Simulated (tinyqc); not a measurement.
Oxide trap near a transistor channel: two-state multiphonon kinetics, telegraph noise and bias instability: one step, computed by the program tinyqc.

An n-channel device under positive gate bias. The trap is empty (state 1) or holds an electron (state 2); both states are parabolas of equal curvature, and the electron reservoir is taken at the Fermi level of the channel.

Question. Barriers and time constants. E_21 = E_t - e F x is the energy of state 2 over state 1; barriers E_c = (E_R + E_21)^2/(4 E_R), E_e = E_c - E_21; tau_c = exp(E_c/k_B T)/(k_0 P), tau_e = exp(E_e/k_B T)/(k_0 P), P the tunnelling factor; occupation f_2 = tau_e/(tau_c + tau_e); 1/tau_0 = 1/tau_c + 1/tau_e.

Inputs (values chosen for the exercise, with an insulator like Al2O3 on silicon):
```
quantity                                value   unit
insulator constant eps_ox                9.03      -
trap depth x from the interface          0.35     nm
trap level above E_F at zero field E_t   0.15     eV
relaxation energy E_R                     1.1     eV
oxide field F                               7  MV/cm
attempt rate k_0 at the interface       2e+11    1/s
temperature T                             450      K
```

Parts treated: one trap.

tunnelling factor = 0.04030755

Constants: k_B = 8.617333262e-05 eV/K.

Give: E_21; capture barrier E_c; emission barrier E_e; capture time tau_c; emission time tau_e; occupation f_2; tau_0.

Answer.

E_21 = -0.095 eV

capture barrier E_c = 0.22955 eV

emission barrier E_e = 0.32455 eV

capture time tau_c = 4.6179e-08 s

emission time tau_e = 5.3505e-07 s

occupation f_2 = 0.92055

tau_0 = 4.2510e-08 s

The two times are within a factor 30 of each other, so the trap switches between both states, though too fast to resolve as telegraph noise. Caution: a field 1.5 times as high comes near the usual breakdown field of such an insulator.
